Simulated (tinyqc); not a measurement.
# Voltage drop against the resistance from a pad node to the supply

A grid of 25 by 25 nodes with segments Rx (rows) and Ry (columns); every node draws I1 and the central node kh I1; pads with resistance Rp sit at the nodes whose row and column are multiples of the pitch, counting from 0. The drops u = Vdd - V follow from G u = i, with G the conductance matrix and i the load currents, solved directly. Here the pitch is 3.

Parameters, values chosen for the exercise:
- Vdd = 0.9 V (supply voltage)
- Rx = 0.46 ohm (resistance of a horizontal segment)
- Ry = 1.4 ohm (resistance of a vertical segment)
- kh = 5 (factor on the load at the hot node)
- I1 = 0.25 mA (load current of a node in the large grid)

Result of one run:
```
pads	worst drop (mV)	mean drop (mV)	largest drop at a pad (mV)	largest pad current (mA)	worst drop over Vdd (%)
81	9.0190	8.2445	8.7437	2.1859	1.0021
```

Which resistance from a pad node to the supply Rp gave this result: 0.062, 0.5, 1 or 4 ohm?

Rp = 4 ohm.

The whole series:
```
Rp (ohm)	pads	worst drop (mV)	mean drop (mV)	largest drop at a pad (mV)	largest pad current (mA)	worst drop over Vdd (%)
0.062	81	0.70621	0.52351	0.19209	3.0982	0.078468
0.12	81	0.84794	0.63992	0.35944	2.9953	0.094216
0.25	81	1.1576	0.89964	0.70913	2.8365	0.12863
0.5	81	1.7328	1.3961	1.3297	2.6594	0.19253
1	81	2.8363	2.3822	2.4803	2.4803	0.31515
2	81	4.9494	4.3424	4.6371	2.3186	0.54994
4	81	9.0190	8.2445	8.7437	2.1859	1.0021
```

The worst drop rises from 0.706 to 9.02 mV and the mean drop rises from 0.524 to 8.24 mV. The worst drop goes as Rp^(0.28) between the first two rows and Rp^(0.87) between the last two. The central node is itself a pad.

Numbers from tinyqc (`OMP_NUM_THREADS=1 python tinyqc.py 2770125 2770126 out.jsonl`; about 0.3 s on one thread of a shared Intel Xeon 2.30GHz).
